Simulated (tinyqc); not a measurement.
Vibrations of a mass or spring defect in a linear chain: one step, computed by the program tinyqc.

A ring of N atoms with nearest-neighbour springs k and motion along the chain. Atom 1 is the defect, of mass M', and its two springs are k'. Odd sites are A (the defect replaces an A atom), even sites B.

Problem. Dynamical matrix of the ring. D_ii = (sum of the two springs at i)/M_i, D_ij = -k_ij/sqrt(M_i M_j) for neighbours, closed into a ring.

Inputs (values chosen for the exercise, for a model chain):
```
quantity                         value           unit
spring constant k                 5.87  eV/angstrom^2
mass M_A                          83.8              u
mass M_B                           319              u
defect mass M'                    24.5              u
spring ratio k'/k at the defect      1              -
atoms in the ring N                 10              -
```

Host: diatomic.

Give: D.

Solution.

D (eV/(angstrom^2 u)), lower triangle (symmetric):
```
          1        2        3        4        5        6        7        8
1    0.4792
2   -0.0664   0.0368
3    0.0000  -0.0359   0.1401
4    0.0000   0.0000  -0.0359   0.0368
5    0.0000   0.0000   0.0000  -0.0359   0.1401
6    0.0000   0.0000   0.0000   0.0000  -0.0359   0.0368
7    0.0000   0.0000   0.0000   0.0000   0.0000  -0.0359   0.1401
8    0.0000   0.0000   0.0000   0.0000   0.0000   0.0000  -0.0359   0.0368
9    0.0000   0.0000   0.0000   0.0000   0.0000   0.0000   0.0000  -0.0359
10  -0.0664   0.0000   0.0000   0.0000   0.0000   0.0000   0.0000   0.0000

          9      10
9    0.1401
10  -0.0359  0.0368
```
